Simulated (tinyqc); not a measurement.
What each parameter does: zigzag graphene nanoribbon in tight binding.

A zigzag ribbon of N chains, sites A1, B1, A2, ..., BN across it. For each k it is a chain with bonds -2t cos(k/2) (A_n to B_n) and -t (B_n to A_(n+1)), and +D, -D on A and B. A1 and BN are the edge sites; the Dirac points project to k = 2 pi/3.

Parameters, chosen for this exercise (near those used for graphene; not measured data): t = 2.87 eV (hopping); N = 3 (zigzag chains); D = 0 eV (sublattice potential, +D on A and -D on B); k = 2.62 (k times the period sqrt3 acc).

The two lowest positive levels at k and the weight on the two edge sites per state of the middle pair.

One parameter was then changed.

Results before and after:

| case | lowest (eV) | next (eV) | edge weight |
|---|---|---|---|
| base | 0.3007 | 2.7465 | 0.7778 |
| changed | 0.3169 | 2.7483 | 0.7778 |

Which of these changes was made? (a) D = 0.1 eV; (b) k = 2.52; (c) N = 4; (d) t = 3.014 eV.
Answer: (a) D = 0.1 eV. Of the candidates, run in turn, only this one gives the changed row.

All candidates:

| case | lowest (eV) | next (eV) | edge weight |
|---|---|---|---|
| base | 0.3007 | 2.7465 | 0.7778 |
| t = 3.014 eV | 0.3158 | 2.8843 | 0.7778 |
| N = 4 | 0.1511 | 2.2978 | 0.7500 |
| D = 0.1 eV | 0.3169 | 2.7483 | 0.7778 |
| k = 2.52 | 0.4542 | 2.8612 | 0.7181 |

tinyqc: `OMP_NUM_THREADS=1 python tinyqc.py 1452159 1452160 out.jsonl`; about 0.01 s, one thread, shared Intel(R) Xeon(R) Processor @ 2.30GHz.
